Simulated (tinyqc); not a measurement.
Hall factor, magnetoresistance and optical conductivity for a power-law relaxation time: one step, computed by the program tinyqc.

One spherical parabolic band, tau(E) = tau_0 x^s with x = E/(k_B T). Landau quantisation is left out.

Problem. Response at frequency f. <y> = int y x^(3/2) f (1 - f) dx / int x^(3/2) f (1 - f) dx, f = 1/(1 + exp(x - eta)). Integrals over x = E/(k_B T) use 160 Gauss-Legendre points in u = sqrt(x) from 0 to sqrt(max(eta, 0) + 45). sigma(w) = (n e^2/m) <tau/(1 - i w tau)>, w = 2 pi f; eps = eps_inf + i sigma/(eps_0 w); N = sqrt(eps); absorption coefficient 2 w Im N/c; reflectivity |(N - 1)/(N + 1)|^2; plasma frequency sqrt(n e^2/(eps_inf eps_0 m))/(2 pi).

Inputs (values chosen for the exercise, with a mass close to that of electrons in InSb):
```
quantity                         value  unit
effective mass m                 0.014   m_0
exponent s                        -0.5     -
tau_0                             1000    fs
reduced Fermi level eta            6.3     -
temperature T                      350     K
frequency f                        1.2   THz
background permittivity eps_inf   7.79     -
```

density n = 6.430175e+17 1/cm^3

Constants: e = 1.602176634e-19 C; m_0 = 9.1093837015e-31 kg; eps_0 = 8.8541878128e-12 F/m; c = 299792458 m/s.

Give: sigma(w); permittivity; refractive index; absorption coefficient; reflectivity; plasma frequency.

Solution.

sigma(w) = 532+1528i S/cm

permittivity = -2282+797i

refractive index = 8.22+48.47i

absorption coefficient = 24380 1/cm

reflectivity = 0.9865

plasma frequency = 21.80 THz
